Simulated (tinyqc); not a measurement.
What each parameter does: valley splitting of a silicon quantum well in envelope theory.

The well lies at 0 < z < L; U(z) = V0 [1/(1 + exp(z/w)) + 1/(1 + exp((L - z)/w))] - e F z, 1 mV/nm = 1e-4 eV/angstrom. The envelope psi solves -(c/ml) psi'' + U psi = E psi, c = hbar^2/2m0, by three-point differences on a grid of 0.1 angstrom from -40 to L + 40 angstrom. The two valleys at +/- k0 couple through D = C0 times the integral of exp(-i q z) U(z) psi^2, q = 2 k0 (2 pi/a), and split by Ev = 2|D|.

Random alloy: with Y(z) = Yw + (Yb - Yw) B(z), B the bracket in U, and in-plane density exp(-r^2/ad^2)/(pi ad^2), D gains a random complex part of variance sigma^2 = (C0^2/pi)(a^2 V0/(8 ad (Yb - Yw)))^2 (4/a) times the integral of psi^4 Y (1 - Y). Alone it gives a mean splitting sqrt(pi) sigma; together with the smooth part the rms splitting is 2 sqrt(|D|^2 + sigma^2).

Constants: hbar^2/2m0 = 3.80998211 eV angstrom^2.

Values chosen for the exercise (near those of a strained Si well in SiGe; shifted at random, so the results belong to these values and not to a real crystal):
```
symbol  value  unit      meaning
L       102    angstrom  well width
V0      0.15   eV        conduction offset
ml      0.93   m0        mass along z
w       1      angstrom  interface width parameter
F       3.6    mV/nm     field pressing towards the upper interface
k0      0.845  2 pi/a    valley position
a       5.431  angstrom  lattice constant
C0      0.24             Bloch overlap factor
Yb      0.25             Ge share of the barrier
Yw      0.05             Ge share of the well
ad      130    angstrom  dot radius
```

Orbital spacing, psi^2 at z = L, the smooth splitting and sigma; V0 is held fixed when Yw changes.

Results for these values:
```
case  E2 - E1 (meV)  psi^2(L) (1e-3/angstrom)  2|D| (micro-eV)  sigma (micro-eV)
base          14.76                     2.155             2.41              73.4
```

What happens to each result for Yw = 0.08, all else kept?

Answer: E2 - E1 does not change at the printed digits; psi^2(L) does not change at the printed digits; 2|D| does not change at the printed digits; sigma rises from 73.4 to 107.4.

The same for each parameter in turn:
```
case               E2 - E1 (meV)  psi^2(L) (1e-3/angstrom)  2|D| (micro-eV)  sigma (micro-eV)
base                       14.76                     2.155             2.41              73.4
ad = 170 angstrom          14.76                     2.155             2.41              56.1
Yw = 0.08                  14.76                     2.155             2.41             107.4
L = 108 angstrom           14.49                     2.151             2.40              73.3
V0 = 0.188 eV              14.85                     1.670             2.40              92.1
w = 0.7 angstrom           14.74                     2.269            10.48              73.4
F = 5.4 mV/nm              18.63                     3.247             3.62              78.3
k0 = 0.825 2 pi/a          14.76                     2.155             2.78              73.4
C0 = 0.288                 14.76                     2.155             2.89              88.1
```

Program tinyqc; command `OMP_NUM_THREADS=1 python tinyqc.py 1280627 1280628 out.jsonl`; about 0.07 s on one thread of a shared Intel(R) Xeon(R) Processor @ 2.30GHz.
